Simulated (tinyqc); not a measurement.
CCSD on RHF in the sto-3g basis, frozen core, for BeH2, spin multiplicity 1, step by step (part 1 of 2). Computed by tinyqc, a small Python program that keeps every step (integrals from PySCF). Settings: charge = 0, multiplicity = 1, basis = sto-3g, method = RHF, frozen orbitals = 1, energy threshold = 1e-10, iteration cap = 80, orthogonalisation = symmetric, start = Wolfsberg-Helmholz matrix, DIIS depth = 6, amplitude equations = CCSD, DIIS depth for amplitudes = 4, cap on updates = 79. Command: `OMP_NUM_THREADS=1 python tinyqc.py 29034 29035 out.jsonl` (the two numbers bound the seeds that draw the settings). One thread of a shared host (Intel(R) Xeon(R) Processor @ 2.60GHz), about 0.3 s of CPU time with the checks. The early iterations of the SCF are left out here.

## One-electron integrals

Geometry (angstrom):

| atom | x | y | z |
|---|---|---|---|
| Be | 0.000000 | 0.000000 | 0.000000 |
| H | 0.000000 | 1.333000 | 0.029000 |
| H | 0.000000 | -1.333000 | 0.029000 |

Basis sto-3g: exponents (1/bohr^2) and contraction coefficients of normalised primitives:

| element | l (shell) | exponent | coefficient |
|---|---|---|---|
| Be | s (1) | 30.167871 | 0.154329 |
| Be | s (1) | 5.495115 | 0.535328 |
| Be | s (1) | 1.487193 | 0.444635 |
| Be | s (2) | 1.314833 | -0.099967 |
| Be | s (2) | 0.305539 | 0.399513 |
| Be | s (2) | 0.099371 | 0.700115 |
| Be | p (3) | 1.314833 | 0.155916 |
| Be | p (3) | 0.305539 | 0.607684 |
| Be | p (3) | 0.099371 | 0.391957 |
| H | s (1) | 3.425251 | 0.154329 |
| H | s (1) | 0.623914 | 0.535328 |
| H | s (1) | 0.168855 | 0.444635 |

Overlap, kinetic and nuclear-attraction integrals over the contracted functions; the nuclear repulsion is the sum of Za Zb / Rab.

nuclear repulsion = 3.37359701 hartree

overlap S:
```
           1Be 1s    1Be 2s   1Be 2px    1Be 2py   1Be 2pz     2H 1s      3H 1s
1Be 1s   1.000000  0.259517  0.000000   0.000000  0.000000  0.070520   0.070520
1Be 2s   0.259517  1.000000  0.000000   0.000000  0.000000  0.462670   0.462670
1Be 2px  0.000000  0.000000  1.000000   0.000000  0.000000  0.000000   0.000000
1Be 2py  0.000000  0.000000  0.000000   1.000000  0.000000  0.527646  -0.527646
1Be 2pz  0.000000  0.000000  0.000000   0.000000  1.000000  0.011479   0.011479
2H 1s    0.070520  0.462670  0.000000   0.527646  0.011479  1.000000   0.036028
3H 1s    0.070520  0.462670  0.000000  -0.527646  0.011479  0.036028   1.000000
```

kinetic energy T (hartree):
```
            1Be 1s     1Be 2s   1Be 2px    1Be 2py   1Be 2pz      2H 1s      3H 1s
1Be 1s    6.693975  -0.033012  0.000000   0.000000  0.000000  -0.016447  -0.016447
1Be 2s   -0.033012   0.211111  0.000000   0.000000  0.000000   0.070157   0.070157
1Be 2px   0.000000   0.000000  0.660592   0.000000  0.000000   0.000000   0.000000
1Be 2py   0.000000   0.000000  0.000000   0.660592  0.000000   0.196138  -0.196138
1Be 2pz   0.000000   0.000000  0.000000   0.000000  0.660592   0.004267   0.004267
2H 1s    -0.016447   0.070157  0.000000   0.196138  0.004267   0.760032  -0.009487
3H 1s    -0.016447   0.070157  0.000000  -0.196138  0.004267  -0.009487   0.760032
```

nuclear attraction V (hartree):
```
             1Be 1s     1Be 2s    1Be 2px    1Be 2py    1Be 2pz      2H 1s      3H 1s
1Be 1s   -15.354869  -2.105244   0.000000   0.000000  -0.000791  -0.571610  -0.571610
1Be 2s    -2.105244  -3.054440   0.000000   0.000000  -0.006492  -1.375843  -1.375843
1Be 2px    0.000000   0.000000  -2.957889   0.000000   0.000000   0.000000   0.000000
1Be 2py    0.000000   0.000000   0.000000  -3.192523   0.000000  -1.534820   1.534820
1Be 2pz   -0.000791  -0.006492   0.000000   0.000000  -2.958000  -0.034159  -0.034159
2H 1s     -0.571610  -1.375843   0.000000  -1.534820  -0.034159  -2.999731  -0.125127
3H 1s     -0.571610  -1.375843   0.000000   1.534820  -0.034159  -0.125127  -2.999731
```

core Hamiltonian H = T + V (hartree):
```
            1Be 1s     1Be 2s    1Be 2px    1Be 2py    1Be 2pz      2H 1s      3H 1s
1Be 1s   -8.660894  -2.138256   0.000000   0.000000  -0.000791  -0.588058  -0.588058
1Be 2s   -2.138256  -2.843330   0.000000   0.000000  -0.006492  -1.305686  -1.305686
1Be 2px   0.000000   0.000000  -2.297298   0.000000   0.000000   0.000000   0.000000
1Be 2py   0.000000   0.000000   0.000000  -2.531931   0.000000  -1.338682   1.338682
1Be 2pz  -0.000791  -0.006492   0.000000   0.000000  -2.297409  -0.029892  -0.029892
2H 1s    -0.588058  -1.305686   0.000000  -1.338682  -0.029892  -2.239700  -0.134614
3H 1s    -0.588058  -1.305686   0.000000   1.338682  -0.029892  -0.134614  -2.239700
```

## Two-electron integrals

Functions are numbered as in S; the eight-fold symmetry (ij|kl) = (ji|kl) = (kl|ij) leaves the list below.

Two-electron integrals (ij|kl) in chemists' order, unique and non-zero (hartree):
```
(11|11) 2.298831    (21|11) 0.392036    (21|21) 0.079539    (22|11) 0.570988
(22|21) 0.143041    (22|22) 0.417683    (31|31) 0.014607    (32|31) 0.021888
(32|32) 0.092265    (33|11) 0.569578    (33|21) 0.143083    (33|22) 0.417589
(33|33) 0.449859    (41|41) 0.014607    (42|41) 0.021888    (42|42) 0.092265
(43|43) 0.024249    (44|11) 0.569578    (44|21) 0.143083    (44|22) 0.417589
(44|33) 0.401360    (44|44) 0.449859    (51|51) 0.014607    (52|51) 0.021888
(52|52) 0.092265    (53|53) 0.024249    (54|54) 0.024249    (55|11) 0.569578
(55|21) 0.143083    (55|22) 0.417589    (55|33) 0.401360    (55|44) 0.401360
(55|55) 0.449859    (61|11) 0.105516    (61|21) 0.021386    (61|22) 0.038721
(61|33) 0.038438    (61|41) 0.001924    (61|42) 0.003586    (61|44) 0.039310
(61|51) 0.000042    (61|52) 0.000078    (61|54) 0.000019    (61|55) 0.038438
(61|61) 0.006039    (62|11) 0.228562    (62|21) 0.057949    (62|22) 0.181026
(62|33) 0.174498    (62|41) 0.007625    (62|42) 0.044423    (62|44) 0.193912
(62|51) 0.000166    (62|52) 0.000966    (62|54) 0.000422    (62|55) 0.174508
(62|61) 0.017208    (62|62) 0.111602    (63|31) 0.005658    (63|32) 0.025592
(63|43) 0.007951    (63|53) 0.000173    (63|63) 0.011072    (64|11) 0.235741
(64|21) 0.060557    (64|22) 0.198551    (64|33) 0.186817    (64|41) 0.012520
(64|42) 0.069593    (64|44) 0.221804    (64|51) 0.000149    (64|52) 0.000957
(64|54) 0.000588    (64|55) 0.186826    (64|61) 0.018912    (64|62) 0.139967
(64|64) 0.182595    (65|11) 0.005129    (65|21) 0.001317    (65|22) 0.004320
(65|33) 0.004064    (65|41) 0.000149    (65|42) 0.000957    (65|44) 0.004479
(65|51) 0.005661    (65|52) 0.025613    (65|54) 0.007960    (65|55) 0.004410
(65|61) 0.000411    (65|62) 0.003045    (65|64) 0.003732    (65|65) 0.011153
(66|11) 0.393064    (66|21) 0.101527    (66|22) 0.352875    (66|33) 0.327263
(66|41) 0.016643    (66|42) 0.121462    (66|44) 0.403774    (66|51) 0.000362
(66|52) 0.002642    (66|54) 0.001665    (66|55) 0.327299    (66|61) 0.031151
(66|62) 0.269704    (66|64) 0.360880    (66|65) 0.007851    (66|66) 0.774606
(71|11) 0.105516    (71|21) 0.021386    (71|22) 0.038721    (71|33) 0.038438
(71|41) -0.001924   (71|42) -0.003586   (71|44) 0.039310    (71|51) 0.000042
(71|52) 0.000078    (71|54) -0.000019   (71|55) 0.038438    (71|61) 0.005500
(71|62) 0.014514    (71|64) 0.014529    (71|65) 0.000349    (71|66) 0.024985
(71|71) 0.006039    (72|11) 0.228562    (72|21) 0.057949    (72|22) 0.181026
(72|33) 0.174498    (72|41) -0.007625   (72|42) -0.044423   (72|44) 0.193912
(72|51) 0.000166    (72|52) 0.000966    (72|54) -0.000422   (72|55) 0.174508
(72|61) 0.014514    (72|62) 0.061164    (72|64) 0.060380    (72|65) 0.001643
(72|66) 0.110146    (72|71) 0.017208    (72|72) 0.111602    (73|31) 0.005658
(73|32) 0.025592    (73|43) -0.007951   (73|53) 0.000173    (73|63) 0.004972
(73|73) 0.011072    (74|11) -0.235741   (74|21) -0.060557   (74|22) -0.198551
(74|33) -0.186817   (74|41) 0.012520    (74|42) 0.069593    (74|44) -0.221804
(74|51) -0.000149   (74|52) -0.000957   (74|54) 0.000588    (74|55) -0.186826
(74|61) -0.014529   (74|62) -0.060380   (74|64) -0.056578   (74|65) -0.001595
(74|66) -0.106322   (74|71) -0.018912   (74|72) -0.139967   (74|74) 0.182595
(75|11) 0.005129    (75|21) 0.001317    (75|22) 0.004320    (75|33) 0.004064
(75|41) -0.000149   (75|42) -0.000957   (75|44) 0.004479    (75|51) 0.005661
(75|52) 0.025613    (75|54) -0.007960   (75|55) 0.004410    (75|61) 0.000349
(75|62) 0.001643    (75|64) 0.001595    (75|65) 0.005015    (75|66) 0.003037
(75|71) 0.000411    (75|72) 0.003045    (75|74) -0.003732   (75|75) 0.011153
(76|11) 0.022895    (76|21) 0.005656    (76|22) 0.015873    (76|33) 0.015614
(76|44) 0.016380    (76|51) 0.000031    (76|52) 0.000148    (76|55) 0.015617
(76|61) 0.001538    (76|62) 0.007064    (76|64) 0.007878    (76|65) 0.000210
(76|66) 0.014159    (76|71) 0.001538    (76|72) 0.007064    (76|74) -0.007878
(76|75) 0.000210    (76|76) 0.000615    (77|11) 0.393064    (77|21) 0.101527
(77|22) 0.352875    (77|33) 0.327263    (77|41) -0.016643   (77|42) -0.121462
(77|44) 0.403774    (77|51) 0.000362    (77|52) 0.002642    (77|54) -0.001665
(77|55) 0.327299    (77|61) 0.024985    (77|62) 0.110146    (77|64) 0.106322
(77|65) 0.003037    (77|66) 0.198444    (77|71) 0.031151    (77|72) 0.269704
(77|74) -0.360880   (77|75) 0.007851    (77|76) 0.014159    (77|77) 0.774606
```

## Orthogonalisation

S = U s U^T; symmetric (Loewdin) form X = U s^(-1/2) U^T, so that X^T S X = 1.

eigenvalues of S: 0.235565  0.341072  0.936474  1.000000  1.000559  1.728407  1.757923

X:
```
            1Be 1s     1Be 2s   1Be 2px    1Be 2py    1Be 2pz      2H 1s      3H 1s
1Be 1s    1.028358  -0.153114  0.000000   0.000000  -0.000426   0.017610   0.017610
1Be 2s   -0.153114   1.264502  0.000000   0.000000   0.005794  -0.318979  -0.318979
1Be 2px   0.000000   0.000000  1.000000   0.000000   0.000000   0.000000   0.000000
1Be 2py   0.000000   0.000000  0.000000   1.394818   0.000000  -0.459391   0.459391
1Be 2pz  -0.000426   0.005794  0.000000   0.000000   1.000141  -0.007795  -0.007795
2H 1s     0.017610  -0.318979  0.000000  -0.459391  -0.007795   1.316389  -0.109797
3H 1s     0.017610  -0.318979  0.000000   0.459391  -0.007795  -0.109797   1.316389
```

## Iteration 6 (converged): orbitals

converged F (hartree):
```
            1Be 1s     1Be 2s   1Be 2px    1Be 2py    1Be 2pz      2H 1s      3H 1s
1Be 1s   -4.516308  -1.287958  0.000000   0.000000   0.000488  -0.360048  -0.360048
1Be 2s   -1.287958  -0.633406  0.000000   0.000000  -0.005167  -0.419330  -0.419330
1Be 2px   0.000000   0.000000  0.211900   0.000000   0.000000   0.000000   0.000000
1Be 2py   0.000000   0.000000  0.000000  -0.238910   0.000000  -0.335116   0.335116
1Be 2pz   0.000488  -0.005167  0.000000   0.000000   0.211752  -0.005876  -0.005876
2H 1s    -0.360048  -0.419330  0.000000  -0.335116  -0.005876  -0.315756  -0.050546
3H 1s    -0.360048  -0.419330  0.000000   0.335116  -0.005876  -0.050546  -0.315756
```

Diagonalise F' = X^T F X, C = X C', fill 3 alpha and 3 beta electrons from the bottom; D = 2 C_occ C_occ^T. Each column has its largest component positive (the first on a tie).

F' = X^T F X (hartree):
```
           1          2         3          4          5          6          7
1  -4.407132  -0.688614  0.000000   0.000000   0.000568  -0.059350  -0.059350
2  -0.688614  -0.088305  0.000000   0.000000   0.002306  -0.337516  -0.337516
3   0.000000   0.000000  0.211900   0.000000   0.000000   0.000000   0.000000
4   0.000000   0.000000  0.000000   0.282180   0.000000  -0.481237   0.481237
5   0.000568   0.002306  0.000000   0.000000   0.211946  -0.007475  -0.007475
6  -0.059350  -0.337516  0.000000  -0.481237  -0.007475   0.108538  -0.129426
7  -0.059350  -0.337516  0.000000   0.481237  -0.007475  -0.129426   0.108538
```

orbital energies (hartree): MO1 -4.519758, MO2 -0.457124, MO3 -0.420858, MO4 0.211681, MO5 0.211900, MO6 0.460821, MO7 0.941002

coefficients C:
```
               MO1        MO2        MO3        MO4       MO5        MO6        MO7
1Be 1s    0.991753  -0.224209   0.000000   0.009573  0.000000  -0.218285   0.000000
1Be 2s    0.031765   0.557209   0.000000  -0.043423  0.000000   1.229862   0.000000
1Be 2px   0.000000   0.000000   0.000000   0.000000  1.000000   0.000000   0.000000
1Be 2py   0.000000   0.000000   0.503353   0.000000  0.000000   0.000000   1.454041
1Be 2pz  -0.000013   0.005209   0.000000   0.999068  0.000000   0.047680   0.000000
2H 1s    -0.002810   0.394358   0.405056   0.018056  0.000000  -0.821096  -1.031491
3H 1s    -0.002810   0.394358  -0.405056   0.018056  0.000000  -0.821096   1.031491
```

D after iteration 6:
```
            1Be 1s     1Be 2s   1Be 2px    1Be 2py    1Be 2pz      2H 1s      3H 1s
1Be 1s    2.067689  -0.186857  0.000000   0.000000  -0.002362  -0.182412  -0.182412
1Be 2s   -0.186857   0.622983  0.000000   0.000000   0.005805   0.439302   0.439302
1Be 2px   0.000000   0.000000  0.000000   0.000000   0.000000   0.000000   0.000000
1Be 2py   0.000000   0.000000  0.000000   0.506728   0.000000   0.407772  -0.407772
1Be 2pz  -0.002362   0.005805  0.000000   0.000000   0.000054   0.004109   0.004109
2H 1s    -0.182412   0.439302  0.000000   0.407772   0.004109   0.639193  -0.017088
3H 1s    -0.182412   0.439302  0.000000  -0.407772   0.004109  -0.017088   0.639193
```

## Convergence

Stop when the energy changes by less than 1e-10 hartree and every element of the error matrix X^T (F D S - S D F) X is below 3e-06.

Course of the cycle:

| iteration | E (hartree) | change | largest element of the error matrix |
|---|---|---|---|
| 1 | -15.54707344 | - | 1.26e-01 |
| 2 | -15.55958941 | -1.25e-02 | 1.40e-02 |
| 3 | -15.55982140 | -2.32e-04 | 1.27e-03 |
| 4 | -15.55982526 | -3.86e-06 | 5.45e-05 |
| 5 | -15.55982527 | -9.00e-09 | 3.73e-06 |
| 6 | -15.55982527 | -5.16e-11 | 1.52e-07 |

PySCF RHF in the same basis = -15.55982527 hartree

Converged in 6 iterations.

## Integrals over molecular orbitals

(pq|rs) = sum C_ip C_jq C_kr C_ls (ij|kl), one index at a time.

one-electron integrals over orbitals h = C^T H C (hartree):
```
           1          2          3          4          5          6          7
1  -8.649244   0.225020   0.000000  -0.010264   0.000000   0.193787   0.000000
2   0.225020  -2.462421   0.000000   0.001165   0.000000  -0.173750   0.000000
3   0.000000   0.000000  -2.424017   0.000000   0.000000   0.000000  -0.280834
4  -0.010264   0.001165   0.000000  -2.296974   0.000000  -0.010551   0.000000
5   0.000000   0.000000   0.000000   0.000000  -2.297298   0.000000   0.000000
6   0.193787  -0.173750   0.000000  -0.010551   0.000000  -1.915606   0.000000
7   0.000000   0.000000  -0.280834   0.000000   0.000000   0.000000  -1.801424
```

Two-electron integrals over orbitals (pq|rs), unique and non-zero (hartree); the lowest 1 orbital is frozen and left out:
```
(22|22) 0.398249    (32|32) 0.164352    (33|22) 0.411553    (33|33) 0.434710
(42|22) 0.002256    (42|33) 0.002158    (42|42) 0.049392    (43|32) 0.002364
(43|43) 0.014684    (44|22) 0.368910    (44|33) 0.356279    (44|42) -0.005088
(44|44) 0.450031    (52|52) 0.049398    (53|53) 0.014630    (54|52) -0.001808
(54|54) 0.024308    (55|22) 0.369010    (55|33) 0.356312    (55|42) -0.001481
(55|44) 0.401329    (55|55) 0.449859    (62|22) -0.024462   (62|33) -0.047492
(62|42) -0.000539   (62|44) 0.052283    (62|55) 0.052482    (62|62) 0.077772
(63|32) -0.094627   (63|43) -0.001935   (63|63) 0.083439    (64|22) 0.000884
(64|33) -0.000424   (64|42) 0.047144    (64|44) -0.001398   (64|55) 0.001127
(64|62) 0.004088    (64|64) 0.050636    (65|52) 0.047382    (65|54) -0.001269
(65|65) 0.050842    (66|22) 0.396832    (66|33) 0.407794    (66|42) 0.005296
(66|44) 0.366958    (66|55) 0.367254    (66|62) -0.034569   (66|64) 0.003501
(66|66) 0.411932    (72|32) -0.044236   (72|43) -0.002291   (72|63) 0.061189
(72|72) 0.056592    (73|22) -0.005758   (73|33) -0.021019   (73|42) -0.003316
(73|44) 0.059411    (73|55) 0.059400    (73|62) 0.073028    (73|64) 0.001393
(73|66) -0.026321   (73|73) 0.082499    (74|32) -0.005649   (74|43) 0.013688
(74|63) 0.003326    (74|72) 0.000848    (74|74) 0.016768    (75|53) 0.013760
(75|75) 0.016548    (76|32) 0.142656    (76|43) 0.002700    (76|63) -0.095237
(76|72) -0.055614   (76|74) -0.004896   (76|76) 0.140451    (77|22) 0.427794
(77|33) 0.446541    (77|42) 0.000436    (77|44) 0.391041    (77|55) 0.390963
(77|62) -0.036367   (77|64) -0.001497   (77|66) 0.435579    (77|73) -0.010798
(77|77) 0.488399
```

## CCSD: starting amplitudes

t_ij^ab = <ij||ab> / (e_i + e_j - e_a - e_b), whose energy is MP2.

Starting amplitudes (spin orbitals 1a, 1b, ...; amplitudes related by a flip of all spins are not repeated):

| from | to | t |
|---|---|---|
| 3a 3b | 6a 6b | -0.047318 |
| 2a 2b | 6a 6b | -0.042362 |
| 2a 2b | 4a 4b | -0.036926 |
| 2a 2b | 5a 5b | -0.036918 |
| 2a 3b | 6a 7b | -0.032033 |
| 3a 3b | 7a 7b | -0.030289 |
| 2a 3b | 6b 7a | 0.026839 |
| 2a 2b | 7a 7b | -0.020238 |
| 3a 3b | 4a 4b | -0.011607 |
| 3a 3b | 5a 5b | -0.011560 |
| 2a 3a | 6a 7a | -0.005193 |
| 2a 3b | 4a 7b | 0.001633 |
| 3a 3b | 4a 6b | 0.001278 |
| 2a 3b | 4b 7a | -0.001128 |
| 2a 3a | 4a 7a | 0.000505 |
| 2a 2b | 4a 6b | 0.000340 |

correlation energy = -0.02298228 hartree

## CCSD: amplitude update 1

t_i^a D_i^a and t_ij^ab D_ij^ab are set to the remaining terms of the spin-orbital equations, evaluated with the old amplitudes; for the doubles these are <ij||ab> + 1/2 <ab||ef> t_ij^ef + 1/2 <mn||ij> t_mn^ab + P(ij)P(ab) <mb||ej> t_im^ae + terms in t^2 + terms with t1, D the orbital-energy denominators.

Amplitudes after update 1 (spin orbitals 1a, 1b, ...; amplitudes related by a flip of all spins are not repeated):

| from | to | t |
|---|---|---|
| 3a 3b | 6a 6b | -0.064529 |
| 2a 2b | 6a 6b | -0.054754 |
| 2a 2b | 4a 4b | -0.047172 |
| 2a 2b | 5a 5b | -0.047164 |
| 2a 3b | 6a 7b | -0.043766 |
| 3a 3b | 7a 7b | -0.038329 |
| 2a 3b | 6b 7a | 0.037815 |
| 2a 2b | 7a 7b | -0.026075 |
| 3a 3b | 4a 4b | -0.009019 |
| 3a 3b | 5a 5b | -0.008937 |
| 2a 3a | 6a 7a | -0.005951 |
| 2a | 6a | 0.004946 |
| 2a 3b | 4a 7b | 0.002184 |
| 3a 3b | 4a 6b | 0.002085 |
| 2a 3b | 4b 7a | -0.001587 |
| 3a | 7a | -0.001269 |
| 2a 3a | 4a 7a | 0.000598 |
| 2a | 4a | -0.000582 |
| 2a 2b | 4a 6b | 0.000468 |

correlation energy = -0.03039467 hartree

## CCSD: amplitude update 2

As before.

Amplitudes after update 2 (spin orbitals 1a, 1b, ...; amplitudes related by a flip of all spins are not repeated):

| from | to | t |
|---|---|---|
| 3a 3b | 6a 6b | -0.072235 |
| 2a 2b | 6a 6b | -0.058688 |
| 2a 2b | 4a 4b | -0.050870 |
| 2a 2b | 5a 5b | -0.050860 |
| 2a 3b | 6a 7b | -0.047551 |
| 2a 3b | 6b 7a | 0.041441 |
| 3a 3b | 7a 7b | -0.040828 |
| 2a 2b | 7a 7b | -0.027961 |
| 2a | 6a | 0.007606 |
| 2a 3a | 6a 7a | -0.006109 |
| 3a 3b | 4a 4b | -0.005974 |
| 3a 3b | 5a 5b | -0.005867 |
| 3a 3b | 4a 6b | 0.002569 |
| 2a 3b | 4a 7b | 0.002372 |
| 3a | 7a | -0.002116 |
| 2a 3b | 4b 7a | -0.001755 |
| 2a | 4a | -0.000992 |
| 2a 3a | 4a 7a | 0.000616 |
| 2a 2b | 4a 6b | 0.000533 |

correlation energy = -0.03293517 hartree

## CCSD: amplitude update 3

t_i^a D_i^a and t_ij^ab D_ij^ab are set to the remaining terms of the spin-orbital equations, evaluated with the old amplitudes; for the doubles these are <ij||ab> + 1/2 <ab||ef> t_ij^ef + 1/2 <mn||ij> t_mn^ab + P(ij)P(ab) <mb||ej> t_im^ae + terms in t^2 + terms with t1, D the orbital-energy denominators. DIIS then mixes the stored amplitudes.

DIIS coefficients: -0.661969  1.661969

Amplitudes after update 3 (spin orbitals 1a, 1b, ...; amplitudes related by a flip of all spins are not repeated):

| from | to | t |
|---|---|---|
| 3a 3b | 6a 6b | -0.078026 |
| 2a 2b | 6a 6b | -0.060413 |
| 2a 2b | 4a 4b | -0.053622 |
| 2a 2b | 5a 5b | -0.053609 |
| 2a 3b | 6a 7b | -0.049743 |
| 2a 3b | 6b 7a | 0.043455 |
| 3a 3b | 7a 7b | -0.042000 |
| 2a 2b | 7a 7b | -0.028887 |
| 2a | 6a | 0.009843 |
| 2a 3a | 6a 7a | -0.006288 |
| 3a | 7a | -0.003018 |
| 3a 3b | 4a 6b | 0.003002 |
| 3a 3b | 4a 4b | -0.002779 |
| 3a 3b | 5a 5b | -0.002649 |
| 2a 3b | 4a 7b | 0.002501 |
| 2a 3b | 4b 7a | -0.001874 |
| 2a | 4a | -0.001400 |
| 2a 3a | 4a 7a | 0.000626 |
| 2a 2b | 4a 6b | 0.000570 |

correlation energy = -0.03445212 hartree
